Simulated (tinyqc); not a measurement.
## Square on-chip spiral inductor, lumped pi model: effect of the metal thickness

Outer diameter do = di + 2 n wd + 2 (n - 1) sp, mean da = (do + di)/2, fill p = (do - di)/(do + di), length l = 4 n da. L = 2.34 mu0 n^2 da/(1 + 2.75 p), mu0 = 4 pi 1e-7 H/m. Rs = rho l/(wd delta (1 - exp(-th/delta))), delta = sqrt(rho/(pi f mu0)). Cs = n wd^2 eps0 eo/hu across the coil. At each end Cox = l wd eps0 eo/(2 ho) leads to the substrate branch Rsi = 2 rs he/(l wd) in parallel with Csi = l wd eps0 11.7/(2 he). With one end grounded Y = 1/(Rs + i w L) + i w Cs + 1/[1/(i w Cox) + 1/(1/Rsi + i w Csi)], w = 2 pi f; Q = -Im Y/Re Y. Eddy currents in neighbouring turns and in the substrate are left out.

Peak Q and its frequency from a search over f; self-resonance where Im Y = 0; Q at the given f (negative beyond resonance).

Inputs (values chosen for the exercise); values of the order met in silicon radio-frequency processes:
- n = 6.5 (number of turns)
- wd = 4 um (line width)
- sp = 2 um (space between turns)
- di = 80 um (inner diameter)
- rho = 1.9 uohm cm (metal resistivity)
- ho = 9.9 um (oxide below the coil)
- hu = 0.8 um (oxide between coil and underpass)
- eo = 3 (relative permittivity of the oxide)
- rs = 100 ohm cm (substrate resistivity)
- he = 30 um (effective spreading depth in the substrate)
- f = 2 GHz (frequency)

Constants: eps0 = 8.8541878128e-12 F/m. Results are converted to the units shown.

The same in every row: L (nH) = 7.775; do (um) = 154.0.

Effect of the metal thickness:
```
th (um),peak Q,f of the peak (GHz),self-resonance (GHz),Q at f
0.5,6.479,7.804,16.02,2.806
0.9,8.964,7.181,16.03,4.466
1.5,10.94,6.583,16.03,6.255
2,11.80,6.255,16.03,7.289
3,12.59,5.860,16.03,8.570
4,12.86,5.664,16.03,9.238
6,12.99,5.530,16.03,9.771
9,13.01,5.503,16.03,9.944
```

As th goes from 0.5 to 9, L stays at 7.77 nH, the peak Q rises from 6.48 to 13.0, its frequency falls from 7.80 to 5.50 GHz and the self-resonance stays near 16.0 GHz. Once th exceeds a few skin depths Rs no longer falls.

Program tinyqc, `OMP_NUM_THREADS=1 python tinyqc.py 2302130 2302131 out.jsonl`; Intel Xeon 2.30GHz, shared host, one thread, about 0.01 s.
